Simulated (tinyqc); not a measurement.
Frequency dispersion of an accumulation capacitance by border traps, distributed model: one step of the calculation.

Traps spread evenly through the insulator exchange electrons with the semiconductor by tunnelling, with tau(x) = t0 exp(2 ka x) at depth x from the interface. The admittance per area Y seen at depth x obeys dY/dx = -Y^2/(i w eps0 eox) + q Nb ln(1 + i w tau)/tau, with Y(0) = i w Cs and w = 2 pi f; the gate sees Y(tox) = G + i w C. Working variable y = Y/(i w), in uF/cm^2. Cox = eps0 eox/tox.

Question. Midpoint steps through the active depth. In terms of y: dy/dx = -y^2/(eps0 eox) + s(x), s = q Nb ln(1 + z)/z, z = i w tau. 11 midpoint steps of h = xe/11: y_half = y + (h/2) y'(x, y), y(new) = y + h y'(x + h/2, y_half).

Values chosen for this exercise; permittivity close to that of zirconium oxide:
- eox = 21.6 (relative permittivity of the insulator)
- Cs = 0.55 uF/cm^2 (semiconductor capacitance in accumulation)
- Nb = 1.8e19 cm^-3 eV^-1 (density of border traps)
- ka = 6.3 1/nm (decay constant of the wave function in the insulator)
- t0 = 2e-9 s (time constant of a trap at the interface)
- f = 1e5 Hz (frequency)
- xe = 0.93 nm (depth down to which the steps are taken)

Constants: q = 1.602176634e-19 C, eps0 = 8.8541878128e-14 F/cm where lengths are in cm. Results are converted to the units shown.

Find: x; s; y.

Answer.

```
point,x (nm),s (uF/(cm^2 nm)),y (uF/cm^2)
0,0,0.28839-0.00018i,0.55000+0.00000i
1,0.084545,0.28839-0.00053i,0.57299-0.00003i
2,0.16909,0.28838-0.00153i,0.59586-0.00010i
3,0.25364,0.28830-0.00442i,0.61861-0.00032i
4,0.33818,0.28763-0.01279i,0.64122-0.00095i
5,0.42273,0.28222-0.03608i,0.66353-0.00277i
6,0.50727,0.24744-0.08580i,0.68449-0.00765i
7,0.59182,0.15108-0.11574i,0.69966-0.01682i
8,0.67636,0.06457-0.08473i,0.70607-0.02553i
9,0.76091,0.02387-0.04580i,0.70721-0.03075i
10,0.84545,0.00842-0.02155i,0.70620-0.03323i
11,0.93000,0.00292-0.00942i,0.70443-0.03423i
```

tinyqc, about 0.4 s, one thread, Intel Xeon 2.30GHz (shared host): `OMP_NUM_THREADS=1 python tinyqc.py 2202202 2202203 out.jsonl`
